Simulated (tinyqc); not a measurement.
Froehlich polaron in a polar crystal: one step, computed by the program tinyqc.

One electron in a parabolic band of mass m*, coupled to dispersionless LO phonons in the continuum model. Energies are in units of hbar omega unless marked, wave numbers in k_0 = sqrt(2 m* omega/hbar).

Problem. Feynman's energy at a trial point. Feynman's bound: E(v, w) = 3 (v - w)^2/(4 v) - (alpha v/sqrt(pi)) int_0^infinity e^-u D(u)^(-1/2) du, D = w^2 u + ((v^2 - w^2)/v)(1 - e^(-v u)); integrals by 80 Gauss-Legendre points in s from 0 to 1 with u = 40 s^2.

Inputs (values chosen for the exercise, modelled on magnesium oxide): trial v = 4.5; trial w = 2.3.

coupling constant alpha = 1.881019

Give: first term; E(v, w).

Solution.

first term = 0.8067 hbar omega

E(v, w) = -1.541 hbar omega
